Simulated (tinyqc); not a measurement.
Strained alloy layer of GaSb and GaAs on (001) InP, model-solid band line-up: gaps, strain and offsets against composition.

The layer is x parts of the first compound and 1 - x of the second, grown coherently on the third as substrate and barrier. Rows of the table: lattice constant a, average valence level Ea on an absolute scale, spin-orbit splitting so, gaps at Gamma, X and L, hydrostatic deformation potentials av and ac (Gamma), shear potential b, elastic constants, electron and heavy-hole (along z) masses. All are interpolated linearly in x; gaps get -C x (1 - x), taken wholly in the conduction band; real line-ups can differ from this model by 0.1 eV or more.

In-plane strain e = (a_substrate - a)/a, e_z = -2 (c12/c11) e, volume change 2 e + e_z. With v = 2 e + e_z and d = 2 b (e_z - e): Eav = Ea + av v; E_hh = Eav + so/3 - d/2; E_lh = Eav - so/6 + d/4 + sqrt(so^2 + so d + 9 d^2/4)/2; E_c = Ea + so/3 + EG + ac v (Gamma). Substrate: E_v = Ea + so/3, E_c = E_v + EG. Well depths: dEc = E_c(substrate) - E_c, dEhh = E_hh - E_v(substrate), dElh likewise; strained Gamma gap E_c - max(E_hh, E_lh); positive values confine carriers in the layer. Matthews-Blakeslee for 60-degree dislocations in a single layer: hc = k (ln(hc/bv) + 1), k = bv (1 - nu/4)/(4 pi |e| (1 + nu)), nu = c12/(c11 + c12), bv = a/sqrt(2); the larger root. The valence offset is the larger of dEhh and dElh; a dash marks |e| under 0.02 % or no root.

Parameters, values chosen for the exercise:
- CG = 1.43 eV (bowing of the Gamma gap)
- CX = 1.2 eV (bowing of the X gap)
- CL = 1.2 eV (bowing of the L gap)

Binary compounds, values chosen for the exercise:
```
              close to GaSb  close to GaAs  close to InP
a (angstrom)          6.096          5.653         5.869
Ea (eV)               -6.25          -6.92         -7.04
so (eV)               0.761           0.34          0.11
EG (eV)               0.734           1.44          1.34
EX (eV)                1.04            1.9          2.21
EL (eV)               0.809           1.69          1.96
av (eV)               0.789           1.16          1.26
ac (eV)               -6.82          -7.08         -4.99
b (eV)                -2.01          -1.69          -1.7
c11 (GPa)              87.2            118           100
c12 (GPa)              39.9             53          55.3
me (m0)              0.0393         0.0662        0.0796
mh (m0)               0.248          0.352         0.527
```

Gaps, strain and offsets against composition:
columns A: x; B: e (%); C: relaxed Gamma gap (eV); D: lower of X and L gaps (eV); E: strained Gamma gap (eV); F: E_hh - E_lh (meV); G: dEc (eV); H: valence offset (eV); I: hc (nm)
```
A            B       C       D       E       F         G       H     I
0.25     1.826  0.9954   1.245  0.7573  -137.4   0.08607  0.4966  4.15
0.31     1.359  0.9153   1.160  0.7409  -100.6   0.08124  0.5178  6.30
0.38    0.8187  0.8348   1.073  0.7318  -59.47   0.06326  0.5450  12.4
0.44    0.3605  0.7770   1.007  0.7324  -25.72   0.03729  0.5703  34.9
0.5   -0.09362  0.7295  0.9495  0.7343   6.561  0.001545  0.6041   175
0.56   -0.5436  0.6923  0.9010  0.7198   37.40  -0.04396  0.6642  21.1
0.62   -0.9896  0.6654  0.8611  0.7146   66.83  -0.09925  0.7247  9.84
0.69    -1.505  0.6470  0.8254  0.7203   99.49   -0.1761  0.7958  5.62
0.75    -1.942  0.6424  0.8043  0.7352   126.1   -0.2526  0.8573  3.93
```

What does the comparison show?

The relaxed Gamma gap falls from 0.995 to 0.642 eV and the strained one moves up and down between 0.715 and 0.757 eV. The lattice matches the substrate at x = 0.488; the heavy hole is on top where the layer is compressed (e < 0) and the light hole where it is stretched. dEc falls from 0.0861 to -0.253 eV and the valence offset rises from 0.497 to 0.857 eV. At the largest strain listed, -1.94 %, strain changes the gap by 92.8 meV.

Computed by the program tinyqc: `OMP_NUM_THREADS=1 python tinyqc.py 2690021 2690022 out.jsonl`, one thread of a shared Intel Xeon 2.30GHz, about 0.01 s for the whole run.
